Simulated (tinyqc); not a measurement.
From results back to parameters: valley splitting in a one-orbital chain of atomic planes (second-neighbour model). Three cases, with inputs chosen for the exercise.

Problem. For E(phi) = e0 + 2 v cos(phi) + 2 u cos(2 phi) with u, v > 0 and planes a/4 apart, the heights of the band at phi = 0 and phi = pi above its minimum were computed from hidden u and v; c = hbar^2/2m0.

Constants: hbar^2/2m0 = 3.80998211 eV angstrom^2.

Case 1.

Values chosen (out of a larger set: near those of the Delta valleys of silicon; abrupt walls in this chain split the valleys several times more than measured wells; not measured data): a = 5.435 angstrom (lattice constant; planes lie a/4 apart).

E(0) - Emin = 4.053309 eV
E(pi) - Emin = 1.245309 eV

Case 2.

Values chosen (out of a larger set: near those of the Delta valleys of silicon; abrupt walls in this chain split the valleys several times more than measured wells; not measured data): a = 5.422 angstrom (lattice constant; planes lie a/4 apart).

E(0) - Emin = 4.284039 eV
E(pi) - Emin = 1.300039 eV

Case 3.

Values chosen (out of a larger set: near those of the Delta valleys of silicon; abrupt walls in this chain split the valleys several times more than measured wells; not measured data): a = 5.438 angstrom (lattice constant; planes lie a/4 apart).

E(0) - Emin = 4.057729 eV
E(pi) - Emin = 1.265729 eV

Find: u, v; phi0; mass at the minimum.

Solution. E - Emin = 4u (cos(phi) + v/(4u))^2. The difference of the two heights is 4v, and for v < 4u the sum of their square roots is 4 sqrt(u). The mass is (2c)/((a/4)^2 (8u - v^2/(2u))).

Case 1.

u, v (eV): 0.612  0.702

phi0 = 1.8616 rad
mass at the minimum = 0.919 m0

Case 2.

u, v (eV): 0.644  0.746

phi0 = 1.8646 rad
mass at the minimum = 0.879 m0

Case 3.

u, v (eV): 0.616  0.698

phi0 = 1.8580 rad
mass at the minimum = 0.910 m0

Computed by tinyqc, one run a case: `OMP_NUM_THREADS=1 python tinyqc.py N N+1 out.jsonl` with N = 1452615, 1452622, 1452656; one thread of a shared Intel(R) Xeon(R) Processor @ 2.30GHz, about 0.02 s a run at most.
